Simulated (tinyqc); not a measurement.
Domain walls in a thin film with perpendicular anisotropy: Bloch, Neel and chiral walls, motion and stripe domains: one step, computed by the program tinyqc. Command: `OMP_NUM_THREADS=1 python tinyqc.py 3017264 3017265 out.jsonl mwall walk`. One thread of a shared host (Intel(R) Xeon(R) Processor @ 2.30GHz), about 0.01 s of CPU time with the checks.

One-dimensional wall: polar angle theta(x), azimuth phi of the moment in the wall (phi = 0 Neel, 90 degrees Bloch). mu_0 = 1.25663706212e-6 T m/A, gamma = 1.76085963023e11 rad/(s T).

Task: Walker breakdown. Field drive: steady motion v = gamma Delta B/alpha needs B = (alpha/2) [2 B_D sin(phi) - B_K sin(2 phi)] in size, B_K = 2 K_D/M_s, B_D = pi D/(2 M_s Delta), with phi moving from its rest value; the Walker field B_W is the largest value of |B_D sin(phi) - (B_K/2) sin(2 phi)| times alpha, reached at cos(phi) = [d - sqrt(d^2 + 8)]/4, d = B_D/B_K. Far above B_W/alpha, v = gamma Delta B alpha/(1 + alpha^2); this is used for all B above B_W.

Inputs (values chosen for the exercise, for a model film):

| quantity | value | unit |
|---|---|---|
| saturation magnetisation M_s | 672 | kA/m |
| DMI constant D | 0.17 | mJ/m^2 |
| damping alpha | 0.044 | - |
| field mu_0 H_z | 34 | mT |

Drive: magnetic field.

K_D = 9.016361 kJ/m^3

width parameter Delta = 11.10920 nm

Give: B_K; B_D; Walker field B_W; velocity at B_W; velocity at B.

Result:

B_K = 26.834 mT

B_D = 35.770 mT

Walker field B_W = 1.8800 mT

velocity at B_W = 83.582 m/s

velocity at B = 2.9208 m/s

B is above B_W: the wall moment precesses, and the far-field formula is used. Without D, B_W would be alpha B_K/2 = 0.590 mT, so D raises it 3.2 times. Caution: below about 3 B_W/alpha the mean velocity lies above the far-field formula, by a factor of roughly 1 + (B_W/(alpha B))^2/2.
